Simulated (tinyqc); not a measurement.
Worked calculation: lattice vibrations of a chain. One step of it, computed by the program tinyqc.

Question. Dynamical matrix at q = 0.02. q is in units of 2 pi/a. A spring k from atom i to atom j, n cells on, adds k to Phi_ii and Phi_jj, -k exp(2 pi i q n) to Phi_ij and the conjugate to Phi_ji (for one atom a cell: 2k (1 - cos 2 pi q n)); D_ij = Phi_ij / sqrt(m_i m_j).

A chain moving along its axis:

| atom | mass (u) | spring to the next atom (eV/angstrom^2) |
|---|---|---|
| 1 | 88.200000 | 7.800000 |
| 2 | 13.700000 | 16.200000 |

Give: D(q).

Answer.

D(q) (eV/(angstrom^2 u)):
```
                 1                2
1           0.2721  -0.6868+0.0584i
2  -0.6868-0.0584i           1.7518
```
